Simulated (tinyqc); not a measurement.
LCCD on RHF in the sto-3g basis, for H3-, spin multiplicity 1, step by step. The basis has no diffuse functions, so it cannot describe the extra electron: this is an exercise in the method, not the real anion. Computed by tinyqc, a small Python program that keeps every step (integrals from PySCF). Settings: charge = -1, multiplicity = 1, basis = sto-3g, method = RHF, energy threshold = 1e-10, iteration cap = 79, orthogonalisation = symmetric, start = atomic densities, DIIS depth = 6, amplitude equations = LCCD, DIIS depth for amplitudes = 4, cap on updates = 89. Command: `OMP_NUM_THREADS=1 python tinyqc.py 21160 21161 out.jsonl` (the two numbers bound the seeds that draw the settings). One thread of a shared host (Intel(R) Xeon(R) Processor @ 2.60GHz), about 0.06 s of CPU time with the checks. The early iterations of the SCF are left out here.

## One-electron integrals

Geometry (angstrom):
```
atom        x        y         z
H     0.00000  0.00000   0.00000
H     0.00000  0.00000   1.10700
H     0.00000  0.67100  -0.88000
```

Basis sto-3g: exponents (1/bohr^2) and contraction coefficients of normalised primitives:
```
element  l (shell)  exponent  coefficient
H            s (1)   3.42525      0.15433
H            s (1)   0.62391      0.53533
H            s (1)   0.16886      0.44463
```

Overlap, kinetic and nuclear-attraction integrals over the contracted functions; the nuclear repulsion is the sum of Za Zb / Rab.

nuclear repulsion = 1.2085350 hartree

overlap S, lower triangle:
```
         1H 1s    2H 1s    3H 1s
1H 1s  1.00000
2H 1s  0.43576  1.00000
3H 1s  0.43596  0.10142  1.00000
```

kinetic energy T (hartree), lower triangle:
```
         1H 1s     2H 1s    3H 1s
1H 1s  0.76003
2H 1s  0.07628   0.76003
3H 1s  0.07639  -0.01099  0.76003
```

nuclear attraction V (hartree), lower triangle:
```
          1H 1s     2H 1s     3H 1s
1H 1s  -2.16353
2H 1s  -0.81108  -1.94727
3H 1s  -0.81154  -0.17419  -1.94741
```

core Hamiltonian H = T + V (hartree), lower triangle:
```
          1H 1s     2H 1s     3H 1s
1H 1s  -1.40350
2H 1s  -0.73479  -1.18723
3H 1s  -0.73515  -0.18518  -1.18738
```

## Two-electron integrals

Functions are numbered as in S; the eight-fold symmetry (ij|kl) = (ji|kl) = (kl|ij) leaves the list below.

Two-electron integrals (ij|kl) in chemists' order, unique and non-zero (hartree):
```
(11|11) 0.77461   (21|11) 0.26268   (21|21) 0.11838   (22|11) 0.44460
(22|21) 0.26268   (22|22) 0.77461   (31|11) 0.26283   (31|21) 0.08556
(31|22) 0.14469   (31|31) 0.11850   (32|11) 0.05666   (32|21) 0.02275
(32|22) 0.04632   (32|31) 0.02276   (32|32) 0.00522   (33|11) 0.44471
(33|21) 0.14464   (33|22) 0.25173   (33|31) 0.26283   (33|32) 0.04632
(33|33) 0.77461
```

## Orthogonalisation

S = U s U^T; symmetric (Loewdin) form X = U s^(-1/2) U^T, so that X^T S X = 1.

eigenvalues of S: 0.43222  0.89858  1.66919

X, lower triangle:
```
          1H 1s    2H 1s    3H 1s
1H 1s   1.17816
2H 1s  -0.26316  1.08587
3H 1s  -0.26330  0.03099  1.08596
```

## Iteration 7 (converged): orbitals

converged F (hartree), lower triangle:
```
          1H 1s     2H 1s    3H 1s
1H 1s   0.11753
2H 1s  -0.22846   0.12750
3H 1s  -0.22858  -0.04937  0.12734
```

Diagonalise F' = X^T F X, C = X C', fill 2 alpha and 2 beta electrons from the bottom; D = 2 C_occ C_occ^T. Each column has its largest component positive (the first on a tie).

F' = X^T F X (hartree), lower triangle:
```
          1        2        3
1   0.45744
2  -0.39168  0.28957
3  -0.39187  0.09283  0.28957
```

orbital energies (hartree): MO1 -0.13540, MO2 0.19674, MO3 0.97524

coefficients C:
```
           MO1       MO2       MO3
1H 1s  0.53247   0.00011   1.11495
2H 1s  0.39709   0.74611  -0.73141
3H 1s  0.39746  -0.74577  -0.73174
```

D after iteration 7, lower triangle:
```
         1H 1s     2H 1s    3H 1s
1H 1s  0.56704
2H 1s  0.42304   1.42874
3H 1s  0.42311  -0.79720  1.42830
```

## Convergence

Stop when the energy changes by less than 1e-10 hartree and every element of the error matrix X^T (F D S - S D F) X is below 3e-06.

Course of the cycle:
```
iteration  E (hartree)     change  largest element of the error matrix
1           -1.1315909          -                             5.04e-03
2           -1.2975147  -1.66e-01                             2.97e-02
3           -1.2971568   3.58e-04                             3.51e-02
4           -1.2983769  -1.22e-03                             5.98e-03
5           -1.2984133  -3.64e-05                             4.09e-04
6           -1.2984135  -1.70e-07                             3.89e-06
7           -1.2984135  -1.19e-11                             1.86e-06
```

PySCF RHF in the same basis = -1.2984135 hartree

Converged in 7 iterations.

## Integrals over molecular orbitals

(pq|rs) = sum C_ip C_jq C_kr C_ls (ij|kl), one index at a time.

one-electron integrals over orbitals h = C^T H C (hartree), lower triangle:
```
          1         2         3
1  -1.45306
2  -0.00001  -1.11523
3  -0.11393  -0.00002  -0.81585
```

Two-electron integrals over orbitals (pq|rs), unique and non-zero (hartree):
```
(11|11) 0.53297     (21|11) -0.00010    (21|21) 0.15781     (22|11) 0.47125
(22|21) 0.00011     (22|22) 0.52727     (31|11) 0.07501     (31|21) 0.00007
(31|22) -0.05073    (31|31) 0.13984     (32|11) 0.00010     (32|21) -0.14038
(32|22) -0.00012    (32|31) -2.55e-05   (32|32) 0.14252     (33|11) 0.55194
(33|21) -4.28e-05   (33|22) 0.48478     (33|31) 0.09358     (33|32) 0.00006
(33|33) 0.60380
```

## LCCD: starting amplitudes

t_ij^ab = <ij||ab> / (e_i + e_j - e_a - e_b), whose energy is MP2.

Starting amplitudes (spin orbitals 1a, 1b, ...; amplitudes related by a flip of all spins are not repeated):
```
from      to         t
2a 2b  3a 3b  -0.09153
1a 1b  3a 3b  -0.06295
1a 2b  3a 3b  1.35e-05
```

correlation energy = -0.0218485 hartree

## LCCD: amplitude update 1

t_ij^ab D_ij^ab are set to the remaining terms of the spin-orbital equations, evaluated with the old amplitudes; for the doubles these are <ij||ab> + 1/2 <ab||ef> t_ij^ef + 1/2 <mn||ij> t_mn^ab + P(ij)P(ab) <mb||ej> t_im^ae, D the orbital-energy denominators (linear CCD).

Amplitudes after update 1 (spin orbitals 1a, 1b, ...; amplitudes related by a flip of all spins are not repeated):
```
from      to         t
2a 2b  3a 3b  -0.11590
1a 1b  3a 3b  -0.07888
1a 2b  3a 3b  2.43e-05
```

correlation energy = -0.0275479 hartree

## LCCD: convergence

E_corr = 1/4 sum <ij||ab> t_ij^ab; stop when the norm of the change is below 1e-8.

Course of the amplitude iterations:
```
update  correlation energy (hartree)  norm of the change
0                         -0.0218485                   -
1                         -0.0275479            5.82e-02
2                         -0.0290356            1.53e-02
3                         -0.0295644            4.07e-03
4                         -0.0295624            1.48e-04
5                         -0.0295624            1.62e-07
6                         -0.0295624            4.85e-14
```

Converged amplitudes (spin orbitals 1a, 1b, ...; amplitudes related by a flip of all spins are not repeated):
```
from      to         t
2a 2b  3a 3b  -0.12502
1a 1b  3a 3b  -0.08399
1a 2b  3a 3b  3.24e-05
```

LCCD total energy = -1.3279759 hartree

Converged in 6 updates, with DIIS from the third.
